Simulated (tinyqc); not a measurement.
Inside a calculation: cyclotron resonance of ellipsoidal valleys, Si type. Values are carried at full precision from step to step, so a last printed digit may differ when a step is redone from the rounded ones.

Valleys along [100], [010], [001] (each with its opposite partner), mass ml along the axis and mt across it. B lies in the (1-10) plane, b = (sin(theta)/sqrt2, sin(theta)/sqrt2, cos(theta)). For the angle phi between B and the axis, 1/mc^2 = cos^2(phi)/mt^2 + sin^2(phi)/(mt ml). Resonance: h nu = 2 muB B/mc, h = 2 pi hbar.

Constants: hbar = 6.58211957e-16 eV s; muB = 5.788381798e-05 eV/T.

Parameters, chosen for this exercise (near those of Si; shifted at random, so the results belong to these values and not to a real crystal):
- theta = 70 degrees (angle of B from [001] towards [110])
- ml = 0.932 m0 (longitudinal mass)
- mt = 0.181 m0 (transverse mass)
- nu = 9.4 GHz (microwave frequency)
- tau = 37 ps (scattering time)

## Angles to the valley axes

Give b and cos^2(phi) for each axis.

b: 0.6645  0.6645  0.3420

cos^2(phi): [100] 0.4415, [010] 0.4415, [001] 0.1170

## Cyclotron masses and resonance fields

For each axis, mc and B = h nu mc/(2 muB).

Resonances:
```
axis   mc (m0)   B (T)
[100]   0.2441  0.0820
[010]   0.2441  0.0820
[001]   0.3370  0.1132
```

2 distinct masses appear; the limits are mt = 0.181 (B along the axis) and sqrt(ml mt) = 0.4107 (B across it).

## The same from the mass tensor

For the valley along [001]: M = mt 1 + (ml - mt) a a^T, and mc^2 = det M/(b M b).

M (m0), lower triangle:
```
        x       y       z
x  0.1810
y       0  0.1810
z       0       0  0.9320
```

det M = 0.030533
b M b = 0.2689
mc = 0.3370 m0

## Line shape

For linear polarisation and one isotropic mass the absorbed power goes as P = [1 + (w^2 + wc^2) tau^2]/([1 + (wc^2 - w^2) tau^2]^2 + 4 w^2 tau^2), w = 2 pi nu. List it for wc/w = 0, 0.5, 0.8, 0.9, 1, 1.1, 1.2, 1.5 and 2, which is B over the resonance field.

w tau = 2.185

Power:
```
wc/w        P
0.0    0.1731
0.5    0.2705
0.8    0.4502
0.9    0.5046
1.0    0.5249
1.1    0.4999
1.2    0.4405
1.5    0.2441
2.0   0.09794
```

The largest listed value lies at wc/w = 1.0, 3.0 times the zero-field value. The line is broad: its full width in wc/w is about 2/(w tau) = 0.92. The closest two lines of this crystal are 38.1 % apart, so they merge at this w tau.

## Checks

- Rotation frequency of dv/dt = -M^-1 (v x b) for the valley along [001], in units of e B/m0, against 1/mc: both 2.9673.

Run: tinyqc, `OMP_NUM_THREADS=1 python tinyqc.py 1282551 1282552 out.jsonl`; Intel(R) Xeon(R) Processor @ 2.30GHz, one thread, shared host; about 0.01 s of CPU time with all checks.
